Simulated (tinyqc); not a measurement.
Worked calculation: tight binding, dimerised chain. One step of it, computed by the program tinyqc.

Task: Levels at k. Diagonalise the Hermitian matrix.

H(k) at k (eV), order A, B:
$$\begin{pmatrix}
0.000000 & -1.196785+0.354436i \\
-1.196785-0.354436i & 0.000000
\end{pmatrix}$$

Give: eigenvalues; weights |c|^2 of the basis functions.

Result:

eigenvalues (eV): [-1.248, 1.248]

weights |c|^2 of the basis functions, order A, B:
$$\begin{pmatrix}
0.500 & 0.500 \\
0.500 & 0.500
\end{pmatrix}$$
